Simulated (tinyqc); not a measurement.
Density of states of one tight-binding band of a chain: one step. Histogram. Three cases, with inputs chosen for the exercise.

Task: Count the points in equal bins from E_lo to E_hi; g = count/(all points x bin width).

Give: Histogram.

Case 1.

Values chosen: bins = 8 (bins of the histogram); E_lo = -4.313 eV (lower end of the histogram); E_hi = 3.617 eV (upper end).

Distinct energies:

| E_k (eV) | points |
|---|---|
| -4.220000 | 1 |
| -2.743574 | 2 |
| 0.340000 | 2 |
| 2.743574 | 2 |
| 3.540000 | 1 |

Result:

Histogram:

| from (eV) | to (eV) | points | g (1/eV) |
|---|---|---|---|
| -4.3130 | -3.3218 | 1 | 0.1261 |
| -3.3218 | -2.3305 | 2 | 0.2522 |
| -2.3305 | -1.3393 | 0 | 0.0000 |
| -1.3393 | -0.3480 | 0 | 0.0000 |
| -0.3480 | 0.6432 | 2 | 0.2522 |
| 0.6432 | 1.6345 | 0 | 0.0000 |
| 1.6345 | 2.6258 | 0 | 0.0000 |
| 2.6258 | 3.6170 | 3 | 0.3783 |

Empty bins: 4 of 8; the fullest holds 3 points. Empty bins inside the band come from the coarse mesh, not from gaps.

Case 2.

Values chosen: bins = 6 (bins of the histogram); E_lo = -2.913 eV (lower end of the histogram); E_hi = 2.417 eV (upper end).

Distinct energies:

| E_k (eV) | points |
|---|---|
| -2.880000 | 1 |
| -2.398987 | 2 |
| -1.180000 | 2 |
| 0.260000 | 2 |
| 1.440000 | 2 |
| 2.138987 | 2 |
| 2.360000 | 1 |

Result:

Histogram:

| from (eV) | to (eV) | points | g (1/eV) |
|---|---|---|---|
| -2.9130 | -2.0247 | 3 | 0.2814 |
| -2.0247 | -1.1363 | 2 | 0.1876 |
| -1.1363 | -0.2480 | 0 | 0.0000 |
| -0.2480 | 0.6403 | 2 | 0.1876 |
| 0.6403 | 1.5287 | 2 | 0.1876 |
| 1.5287 | 2.4170 | 3 | 0.2814 |

Empty bins: 1 of 6; the fullest holds 3 points. Empty bins inside the band come from the coarse mesh, not from gaps.

Case 3.

Values chosen: bins = 10 (bins of the histogram); E_lo = -4.113 eV (lower end of the histogram); E_hi = 5.817 eV (upper end).

Distinct energies:

| E_k (eV) | points |
|---|---|
| -4.060000 | 1 |
| -3.464823 | 2 |
| -0.840000 | 2 |
| 3.464823 | 2 |
| 5.740000 | 1 |

Result:

Histogram:

| from (eV) | to (eV) | points | g (1/eV) |
|---|---|---|---|
| -4.1130 | -3.1200 | 3 | 0.3776 |
| -3.1200 | -2.1270 | 0 | 0.0000 |
| -2.1270 | -1.1340 | 0 | 0.0000 |
| -1.1340 | -0.1410 | 2 | 0.2518 |
| -0.1410 | 0.8520 | 0 | 0.0000 |
| 0.8520 | 1.8450 | 0 | 0.0000 |
| 1.8450 | 2.8380 | 0 | 0.0000 |
| 2.8380 | 3.8310 | 2 | 0.2518 |
| 3.8310 | 4.8240 | 0 | 0.0000 |
| 4.8240 | 5.8170 | 1 | 0.1259 |

Empty bins: 6 of 10; the fullest holds 3 points. Empty bins inside the band come from the coarse mesh, not from gaps.

Computed by tinyqc, one run a case: `OMP_NUM_THREADS=1 python tinyqc.py N N+1 out.jsonl` with N = 1650352, 1651074, 1651267; one thread of a shared Intel(R) Xeon(R) Processor @ 2.30GHz, about 0.01 s a run at most.
